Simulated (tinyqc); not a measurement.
Ionisation and resistivity against doping: donors on two lattice sites with valley-orbit split states.

Each donor binds at most one electron, in any of its states. For a site s, W_s = sum over its states of g exp(E/kT), and the ionised share is 1/(1 + W_s exp(eta)), eta = (EF - Ec)/kT; n = Nc F_1/2(eta); neutrality n + NA = ND x (mean ionised share, the two sites in equal numbers); holes are neglected. Nc from N = 2 (m kB T/(4 pi c))^(3/2) with c = hbar^2/2m0, in 1/angstrom^3; times 1e24 for 1/cm^3, m = md. F_j(eta) = (1/Gamma(j + 1)) integral_0^infinity x^j dx/(1 + exp(x - eta)), which tends to exp(eta) for eta << 0.

Mobility (Caughey-Thomas form): mu = mu0 + (mu1 (T/300)^(-ga) - mu0)/(1 + ((ND + NA)/Nr)^de); rho = 1/(e n mu), e = 1.602176634e-19 C.

Constants: hbar^2/2m0 = 3.80998211 eV angstrom^2; kB = 8.617333262e-05 eV/K.

Parameters, chosen for this exercise (near those of nitrogen in 4H-SiC; the results hold for these values, not for the real material): md = 0.802 m0 (density-of-states mass of the conduction band); E = (64.8, 56.6, 115.8, 74.2) meV (binding energies of h ground, h excited, k ground, k excited); g = (2, 4, 2, 4) (their degeneracies with spin); T = 250 K; mu0 = 40 cm^2/(V s) (mobility at heavy doping); mu1 = 982 cm^2/(V s) (mobility at light doping and 300 K); Nr = 2.1e+17 1/cm^3 (reference doping); de = 0.61 (doping exponent); ga = 2.4 (temperature exponent).

NA = 0.

Results:

| ND (1/cm^3) | n (1/cm^3) | n/ND | mu (cm^2/(V s)) | rho (ohm cm) | rho at full ionisation |
|---|---|---|---|---|---|
| 1.0e+14 | 9.98e+13 | 0.998 | 1507 | 41.5 | 41.4 |
| 1.0e+15 | 9.78e+14 | 0.978 | 1466 | 4.35 | 4.26 |
| 1.0e+16 | 8.44e+15 | 0.844 | 1321 | 0.560 | 0.472 |
| 3.0e+16 | 2.11e+16 | 0.705 | 1175 | 0.251 | 0.177 |
| 1.0e+17 | 5.25e+16 | 0.525 | 945 | 0.126 | 0.0660 |
| 3.0e+17 | 1.11e+17 | 0.371 | 700 | 0.0801 | 0.0297 |
| 1.0e+18 | 2.35e+17 | 0.235 | 452 | 0.0586 | 0.0138 |
| 2.0e+18 | 3.52e+17 | 0.176 | 339 | 0.0523 | 0.00921 |

What can be read from this table?

From 1e16 to 1e18 1/cm^3 rho falls by a factor 9.55, not 100: the mobility takes a factor 2.92 and incomplete ionisation 3.59. n/ND is below 0.9 from 1e+16 1/cm^3 on. Near 1e19 1/cm^3 and above the levels merge with the band, and already below that screening lowers the binding energy, so the last rows understate n.

Computed by tinyqc, a small Python program: `OMP_NUM_THREADS=1 python tinyqc.py 1682740 1682741 out.jsonl` (the numbers bound the seed that draws the inputs); one thread of a shared host (Intel(R) Xeon(R) Processor @ 2.30GHz), about 0.01 s for the whole set of steps.
